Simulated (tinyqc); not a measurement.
Vertical double-diffused power MOSFET, components of the on-resistance: one step of the calculation.

Stripe cells of pitch Wp + a, two channels a cell. Current flows through the channels, spreads in the accumulation layer, passes the gap between the p bodies and spreads at 45 degrees into the drift layer below them. Low drain voltage, full ionisation.

Task. Drift layer. Triangular field at breakdown with Ec = Kc N^(1/8): BV = eps0 eps_r Ec^2/(2 q N), so N = (eps0 eps_r Kc^2/(2 q BV))^(4/3); W = 2 BV/Ec; mu = mud (T/300 K)^(-bt); rho = 1/(q mu N); ideal resistance rho W.

Inputs (values chosen for the exercise); bulk values close to those of 4H silicon carbide:

| symbol | value | unit | meaning |
|---|---|---|---|
| T | 300 | K | temperature |
| eps_r | 9.89 |  | relative permittivity |
| Kc | 22300 | V/cm per (cm^-3)^(1/8) | critical-field constant |
| BV | 1700 | V | rated breakdown voltage of the drift layer |
| mud | 839 | cm^2/(V s) | drift mobility at 300 K |
| bt | 2.2 |  | temperature exponent of the drift mobility |

Constants: q = 1.602176634e-19 C, eps0 = 8.8541878128e-14 F/cm where lengths are in cm. Results are converted to the units shown.

Give: N; Ec; W; mu; rho; ideal resistance.

Result.

N = 7.4191e15 cm^-3
Ec = 2.1483 MV/cm
W = 15.826 um
mu = 839.00 cm^2/(V s)
rho = 1.0027 ohm cm
ideal resistance = 1.5869 mohm cm^2

Numbers from tinyqc (`OMP_NUM_THREADS=1 python tinyqc.py 2230061 2230062 out.jsonl`; about 0.01 s on one thread of a shared Intel Xeon 2.30GHz).
